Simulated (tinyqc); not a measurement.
From results back to parameters: free and nearly free electrons in a metal. Five cases, with inputs chosen for the exercise.

Problem. A free-electron metal with 4 atoms in the cubic cell and z electrons an atom has EF = c kF^2/m, (hbar omega_p)^2 = 8 pi c (e^2/(4 pi eps0)) n/m and kF = (3 pi^2 n)^(1/3), c = hbar^2/2m0.

Constants: hbar^2/2m0 = 3.80998211 eV angstrom^2; e^2/(4 pi eps0) = 14.39964547 eV angstrom.

Find: kF; m; z.

Method. (hbar omega_p)^2/EF = (8/(3 pi)) (e^2/(4 pi eps0)) kF gives kF; EF then gives m, and n = kF^3/(3 pi^2) gives z.

Case 1.

Values chosen (out of a larger set: near those of Al; not measured data): a = 4.073 angstrom (fcc lattice constant).

EF = 11.52114 eV
hbar omega_p = 15.64863 eV

Solution.

kF = 1.7389 1/angstrom
m = 1.00 m0
z = 3.00

Case 2.

Values chosen (out of a larger set: near those of Cu, whose d bands this model ignores; not measured data): a = 3.579 angstrom (fcc lattice constant).

EF = 7.17332 eV
hbar omega_p = 10.96844 eV

Solution.

kF = 1.3721 1/angstrom
m = 1.00 m0
z = 1.00

Case 3.

Values chosen (out of a larger set: near those of Au, whose d bands this model ignores; not measured data): a = 4.084 angstrom (fcc lattice constant).

EF = 5.50899 eV
hbar omega_p = 8.99826 eV

Solution.

kF = 1.2025 1/angstrom
m = 1.00 m0
z = 1.00

Case 4.

Values chosen (out of a larger set: near those of Ca; not measured data): a = 5.545 angstrom (fcc lattice constant).

EF = 4.12505 eV
hbar omega_p = 7.50069 eV

Solution.

kF = 1.1158 1/angstrom
m = 1.15 m0
z = 2.00

Case 5.

Values chosen (out of a larger set: near those of Au, whose d bands this model ignores; not measured data): a = 4.109 angstrom (fcc lattice constant).

EF = 4.42452 eV
hbar omega_p = 8.03953 eV

Solution.

kF = 1.1952 1/angstrom
m = 1.23 m0
z = 1.00

Computed by tinyqc, one run a case: `OMP_NUM_THREADS=1 python tinyqc.py N N+1 out.jsonl` with N = 1681476, 1681483, 1681525, 1681667, 1681672; one thread of a shared Intel(R) Xeon(R) Processor @ 2.30GHz, about 0.01 s a run at most.
